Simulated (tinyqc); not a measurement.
## Trap density from one capacitance

Inverse problem. Traps spread evenly through the insulator exchange electrons with the semiconductor by tunnelling, with tau(x) = t0 exp(2 ka x) at depth x from the interface. The admittance per area Y seen at depth x obeys dY/dx = -Y^2/(i w eps0 eox) + q Nb ln(1 + i w tau)/tau, with Y(0) = i w Cs and w = 2 pi f; the gate sees Y(tox) = G + i w C. Working variable y = Y/(i w), in uF/cm^2. Cox = eps0 eox/tox. Find Nb and G/w.

Values chosen for this exercise: relative permittivity of the insulator eox = 8.87; insulator thickness tox = 5.5 nm; semiconductor capacitance in accumulation Cs = 1.4 uF/cm^2; decay constant of the wave function in the insulator ka = 3.1 1/nm; time constant of a trap at the interface t0 = 8e-9 s; frequency f = 1e6 Hz.

Constants: q = 1.602176634e-19 C, eps0 = 8.8541878128e-14 F/cm where lengths are in cm. Results are converted to the units shown.

C = 0.84350082 uF/cm^2

Solution. C rises steadily with Nb, so one density matches; in practice ka and t0 must come from the frequency dependence.

Nb = 5.30e19 cm^-3 eV^-1
G/w = 0.0494 uF/cm^2

Program tinyqc, `OMP_NUM_THREADS=1 python tinyqc.py 2202036 2202037 out.jsonl`; Intel Xeon 2.30GHz, shared host, one thread, about 0.4 s.
